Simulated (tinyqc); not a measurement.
Comparisons within one model: mean-field antiferromagnet of the Hubbard model on the square lattice. A value that a table varies takes the place of the one given here.

e(k) = -2 t (cx + cy) - 4 t2 cx cy, ci = cos ki; one electron a site; Q = (pi, pi). <n_up - n_dn> = m cos(Q.R) gives Delta = U m/2 and bands E = e+ -/+ sqrt(e-^2 + Delta^2), e+- = (e(k) +- e(k + Q))/2 (the constant U/2 is dropped). Means run over the mesh k_i = 2 pi (j + 1/2)/N of the whole zone: mu from mean(f(E-) + f(E+)) = 1; m(out) = mean of Delta (f(E-) - f(E+))/sqrt(e-^2 + Delta^2); free energy per site F = -kT mean[ln(1 + exp(-(E- - mu)/kT)) + ln(1 + exp(-(E+ - mu)/kT))] + mu + U m^2/4. Order at T > 0 in two dimensions is an artefact of mean field.

Constants: kB = 8.617333262e-05 eV/K.

Values chosen for the exercise:
```
symbol  value  unit  meaning
t       0.76   eV    nearest hopping
t2      0      eV    second hopping
T       600    K
U       7.73   eV    on-site repulsion
```

## From weak to strong coupling

Mesh N = 48, start m = 0.9, at most 400 steps; U takes the listed multiples of t. The gap (negative: overlap) is read for that Delta on the unshifted mesh N = 64, which holds the band extrema.

Results:
```
U/t       m  Delta (eV)  gap (eV)  F - F(0) (meV)  J = 4 t^2/U (meV)
1.5   0.220       0.125     0.250           -1.06               2027
2.0   0.374       0.284     0.569          -10.06               1520
3.0   0.566       0.645     1.291          -53.90               1013
4.0   0.691       1.050     2.100         -130.23                760
5.0   0.772       1.468     2.935         -232.78                608
6.0   0.827       1.886     3.773         -354.93                507
8.0   0.893       2.714     5.428         -638.55                380
12.0  0.948       4.324     8.649        -1289.56                253
20.0  0.981       7.452    14.904        -2714.63                152
```

Every row has a moment above 0.02; a gap is open from U/t = 1.5 on. With t2 = 0 the Fermi surface is nested by Q, so at zero temperature and on an infinite mesh any U orders; at small U the finite mesh and kT = 0.068 t can suppress or reduce the moment. At U/t = 20 m has reached 0.981 and the gap is 0.98 U. Mean field leaves out spin fluctuations, which lower m (at large U to about 0.6 on the square and 0.85 on the simple cubic lattice) and the ordering temperature, which is zero in two dimensions.

## Order against temperature

Mesh N = 48, start m = 0.9, at most 400 steps; Delta(50 K) = 3.5942 eV.

Results:
```
T (K)  kT/Delta(50 K)      m  Delta (eV)
2090            0.050  0.930      3.5942
6260            0.150  0.928      3.5869
10430           0.250  0.896      3.4620
14600           0.350  0.787      3.0408
17520           0.420  0.633      2.4468
20020           0.480  0.389      1.5051
22520           0.540  0.000      0.0000
25030           0.600  0.000      0.0000
29200           0.700  0.000      0.0000
```

The moment is below 0.02 from 22520 K on (kT/Delta = 0.54); close to the transition 400 steps may not suffice, so a small m in the row before can be unconverged. Weak-coupling theory puts the transition at 0.567 and the atomic limit at 0.5. At U/t = 10.2 this scale marks the loss of local moments, while order between them is lost on the scale J = 4 t^2/U = 3468 K. In two dimensions fluctuations forbid long-range order at any finite T, which mean field misses.

## Mesh

Start m = 0.9, at most 400 steps.

Results:
```
N        m  Delta (eV)
4   0.9290      3.5906
6   0.9299      3.5942
8   0.9299      3.5942
12  0.9299      3.5942
16  0.9299      3.5942
24  0.9299      3.5942
48  0.9299      3.5942
```

m spans 0.9290 to 0.9299; it stays within 0.002 of the last value from N = 4 on. The level spacing across the Fermi surface, about 4 pi t/N, should fall below the larger of Delta = 3.594 eV and kT, a rough rule that asks for N above about 2.7.

## What moves the order

Mesh N = 48, start m = 0.9; the gap (negative: overlap) is read for that Delta on the unshifted mesh N = 64. Each row changes one parameter from the base and keeps the others.

Results:
```
case                 m  Delta (eV)  gap (eV)
base            0.9299      3.5942    7.1884
U = 8.503 eV    0.9412      4.0013    8.0026
t = 0.836 eV    0.9168      3.5435    7.0870
t2 = -0.038 eV  0.9299      3.5942    7.0364
T = 1200 K      0.9299      3.5942    7.1884
```

The largest shifts from the base row, up to three for each result and ties (the steps differ in size, so this ranks the rows, not the parameters). m: t -0.0131, U +0.0112; unchanged at the printed digits by t2 and T. Delta (eV): U +0.4071, t -0.0507; unchanged at the printed digits by t2 and T. gap (eV): U +0.8142, t2 -0.1520, t -0.1014; unchanged at the printed digits by T.

Program tinyqc; command `OMP_NUM_THREADS=1 python tinyqc.py 1651307 1651308 out.jsonl`; about 0.1 s on one thread of a shared Intel(R) Xeon(R) Processor @ 2.30GHz.
